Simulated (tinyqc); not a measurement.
## Bandgap voltage reference from two bipolar transistors: effect of the temperature coefficient of both resistors

Two transistors of area 1 and N carry the same current I. Is(T) = Is (T/T0)^eta exp[(Vg0 q/kB)(1/T0 - 1/T)], VBE1 = Vt ln(I/Is(T)) + I rb, VBE2 = Vt ln(I/(N Is(T))) + I rb/N. The amplifier forces I R1(T) = VBE1 - VBE2 + Vos, with R(T) = R (1 + tc (T - T0)) for both resistors, and the output is Vref = VBE1 + I R2(T). Base currents and the Early effect are neglected.

Vt = kB T/q; I = (Vt ln N + Vos)/(R1(T) - rb (1 - 1/N)). Box coefficient: span of Vref between 233 and 398 K over its average over T and over 165 K. The last column is the R2 that gives zero slope at T0.

Values chosen for this exercise; values of the order met in silicon bipolar transistors: reference temperature T0 = 300 K; band-gap voltage extrapolated to 0 K Vg0 = 1.157 V; temperature exponent of the saturation current eta = 3.1; saturation current of the unit transistor at T0 Is = 7.9e-18 A; area ratio of the second transistor N = 8; resistor across which the difference of VBE falls, at T0 R1 = 4.7 kohm; offset of the amplifier Vos = -0.5 mV; series resistance of the unit transistor rb = 13 ohm; output resistor at T0 R2 = 39.56 kohm.

Constants: q = 1.602176634e-19 C, kB = 1.380649e-23 J/K. Results are converted to the units shown.

Results:
```
tc (ppm/K)  I at T0 (uA)  Vref at T0 (V)  slope at T0 (uV/K)  box coefficient (ppm/K)  R2 for zero slope (kohm)
-2000              11.36           1.173              -57.74                    47.03                     41.07
-1000              11.36           1.173              -84.90                    75.30                     41.78
1000               11.36           1.173              -139.2                    126.7                     43.20
2000               11.36           1.173              -166.4                    150.8                     43.92
3000               11.36           1.173              -193.5                    174.4                     44.63
```

Estimate the missing row, tc = 0 ppm/K.

Computed row:
```
tc (ppm/K)  I at T0 (uA)  Vref at T0 (V)  slope at T0 (uV/K)  box coefficient (ppm/K)  R2 for zero slope (kohm)
0                  11.36           1.173              -112.0                    101.7                     42.49
```

With this row back in the table: As tc goes from -2000 to 3000, Vref stays at 1.173 V and the box coefficient rises from 47.0 to 174 ppm/K.

tinyqc, about 0.02 s, one thread, Intel Xeon 2.30GHz (shared host): `OMP_NUM_THREADS=1 python tinyqc.py 2062032 2062033 out.jsonl`
